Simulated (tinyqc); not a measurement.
## Sharing a fixed EOT between the layers

Without charge in the stack, a voltage of 0.6 V over an EOT of 1.5 nm gives F1 = (V/EOT)(3.9/e1) and F2 = F1 e1/e2; t2 = e2 (EOT/3.9 - t1/e1).

Inputs (values chosen for the exercise):
```
symbol,value,unit,meaning
e1,7.4,,relative permittivity of layer 1
e2,22.1,,relative permittivity of layer 2
```

Sharing a fixed EOT between the layers:

| t1 (nm) | t2 (nm) | physical thickness (nm) | drop over layer 1 (V) | drop over layer 2 (V) |
|---|---|---|---|---|
| 0 | 8.5000 | 8.5000 | 0 | 0.60000 |
| 0.35 | 7.4547 | 7.8047 | 0.073784 | 0.52622 |
| 0.69 | 6.4393 | 7.1293 | 0.14546 | 0.45454 |
| 1.04 | 5.3941 | 6.4341 | 0.21924 | 0.38076 |
| 1.38 | 4.3786 | 5.7586 | 0.29092 | 0.30908 |
| 1.73 | 3.3334 | 5.0634 | 0.36470 | 0.23530 |
| 2.07 | 2.3180 | 4.3880 | 0.43638 | 0.16362 |
| 2.42 | 1.2727 | 3.6927 | 0.51016 | 0.089838 |

Each 0.1 nm of layer 1 costs 0.299 nm of layer 2, so the physical thickness falls from 8.50 to 3.69 nm. The fields do not change, 2.11 MV/cm in layer 1 and 0.706 MV/cm in layer 2, and layer 1 takes half of the voltage at t1 = 1.42 nm.

Numbers from tinyqc (`OMP_NUM_THREADS=1 python tinyqc.py 2010145 2010146 out.jsonl`; about 0.01 s on one thread of a shared Intel Xeon 2.30GHz).
